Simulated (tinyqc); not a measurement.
From results back to parameters: interface roughness in a thin film (subband fluctuation and scattering). Three cases, with inputs chosen for the exercise.

Problem. The screened mobility was computed from a hidden rms height D.

Gaussian roughness spectrum S(q) = pi D^2 Lc^2 exp(-q^2 Lc^2/4). Degenerate gas, taken to fill one subband (the second starts to fill once c kF^2/md exceeds E2 - E1, which is not tested here): kF = sqrt(2 pi Ns/gv), q = 2 kF sin(theta/2), 1/tau = (md/(2 pi c hbar)) G^2 times the integral from 0 to pi of S(q)(1 - cos theta)/eps(q)^2 dtheta, eps(q) = 1 + qs/q with screening (qs = gv md q0/(c eps), q0 = e^2/(4 pi eps0), form factors left out, which overstates the screening; other scattering is left out too, so these values lie far above measured mobilities in all but the thinnest films) or 1 without; mobility = tau c2/md with c2 = e/m0 = 1.75882e15 cm^2/(V s^2); 1e12/cm^2 = 1e-4/angstrom^2.

Constants: hbar^2/2m0 = 3.80998211 eV angstrom^2; hbar = 6.58211957e-16 eV s; e^2/(4 pi eps0) = 14.39964547 eV angstrom.

Find: mobility for D = 1 angstrom; D.

Method. The mobility goes as 1/D^2, so D is the square root of the ratio. One value fixes only D^2 times a function of Lc; a second density is needed to part the two.

Case 1.

Values chosen (near those of a thin InGaAs channel; shifted at random, so the results belong to these values and not to a real crystal):
- md = 0.045 m0 (mass in the plane)
- gv = 1 (valleys)
- Lc = 50 angstrom (correlation length)
- Ns = 0.41 x 1e12/cm^2 (sheet density)
- eps = 11.5 (mean dielectric constant at the channel)

G = |dE1/dt| = 3.4508 meV/angstrom
mobility = 15139.3 cm^2/(V s)

Solution.

mobility for D = 1 angstrom = 1.855e+05 cm^2/(V s)
D = 3.50 angstrom

Case 2.

Values chosen (near those of a thin Si channel on (100), two-fold valleys; shifted at random, so the results belong to these values and not to a real crystal):
- md = 0.189 m0 (mass in the plane)
- gv = 2 (valleys)
- Lc = 58 angstrom (correlation length)
- Ns = 7.6 x 1e12/cm^2 (sheet density)
- eps = 7.9 (mean dielectric constant at the channel)

G = |dE1/dt| = 6.2030 meV/angstrom
mobility = 206149 cm^2/(V s)

Solution.

mobility for D = 1 angstrom = 5.958e+05 cm^2/(V s)
D = 1.70 angstrom

Case 3.

Values chosen (near those of a thin Ge channel on (111), one valley; shifted at random, so the results belong to these values and not to a real crystal):
- md = 0.083 m0 (mass in the plane)
- gv = 1 (valleys)
- Lc = 30 angstrom (correlation length)
- Ns = 0.85 x 1e12/cm^2 (sheet density)
- eps = 12.2 (mean dielectric constant at the channel)

G = |dE1/dt| = 3.0839 meV/angstrom
mobility = 133927 cm^2/(V s)

Solution.

mobility for D = 1 angstrom = 1.929e+05 cm^2/(V s)
D = 1.20 angstrom

Computed by tinyqc, one run a case: `OMP_NUM_THREADS=1 python tinyqc.py N N+1 out.jsonl` with N = 1280852, 1280861, 1280864; one thread of a shared Intel(R) Xeon(R) Processor @ 2.30GHz, about 0.02 s a run at most.
